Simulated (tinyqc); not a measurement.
Telling the models apart: thermal, flicker and telegraph noise of a field-effect transistor. Computed by tinyqc, a small Python program. Command: `OMP_NUM_THREADS=1 python tinyqc.py 3030820 3030821 out.jsonl noise walk`. One thread of a shared host (Intel(R) Xeon(R) Processor @ 2.30GHz), about 0.01 s of CPU time with the checks.

Strong inversion, threshold roll-off and channel-length modulation left out; noise sources are uncorrelated and are given as one-sided spectral densities.

Inputs (values chosen for the exercise, modelled on a high-k silicon transistor):
```
quantity                                   value         unit
width W                                     0.73   micrometre
length L                                     170           nm
electrical oxide thickness t                 7.9           nm
mobility mu                                  420   cm^2/(V s)
saturation velocity v_s                     0.87     1e7 cm/s
oxide trap density N_t                   3.8e+16  1/(eV cm^3)
oxide barrier phi                            1.7           eV
oxide mass m_ox                             0.39          m_0
Coulomb scattering coefficient alpha_sc     5400        V s/C
frequency f                                40000           Hz
temperature T                                300            K
```

Operating region: saturation. Flicker model: number with correlated mobility.

Constants: eps_0 = 8.8541878128e-12 F/m; hbar = 1.054571817e-34 J s; m_0 = 9.1093837015e-31 kg; e = 1.602176634e-19 C; k_B = 8.617333262e-05 eV/K.

Method. C_ox = 3.9 eps_0/t; V_c = 2 v_s L/mu; I = W C_ox v_s V_ov^2/(V_ov + V_c); g_m = W C_ox v_s V_ov (V_ov + 2 V_c)/(V_ov + V_c)^2; g_d0 = mu C_ox (W/L) V_ov. Tunnelling length lambda = hbar/(2 sqrt(2 m_ox phi)); flat-band noise S_Vfb = e^2 k_B T lambda N_t/(W L C_ox^2 f). S_I = g_m^2 S_Vfb (1 + alpha_sc mu C_ox I/g_m)^2.

Against the overdrive:
```
V_ov (V)  I (microampere)  (g_m/I)^2 (1/V^2)  S_I/I^2 (1/Hz)  S_I/g_m^2 (V^2/Hz)
0.20                12.28             79.106      3.1143e-12          3.9369e-14
0.25                18.18             48.332      2.0109e-12          4.1606e-14
0.32                27.75             27.812      1.2509e-12          4.4977e-14
0.40                40.22             16.764      8.2430e-13          4.9170e-14
0.50                57.63             10.047      5.5177e-13          5.4922e-14
0.63                82.58              5.881      3.7199e-13          6.3250e-14
0.80               118.11              3.368      2.5462e-13          7.5598e-14
1.00               162.89              1.997      1.8427e-13          9.2261e-14
```

What does the comparison show, and why?

S_I/I^2 falls as V_ov^-1.96 at first and V_ov^-1.45 at the end; (g_m/I)^2 as V_ov^-2.21 and V_ov^-2.34. The input-referred noise rises by a factor 2.34, because trapped charge also scatters, and that term grows with I/g_m.
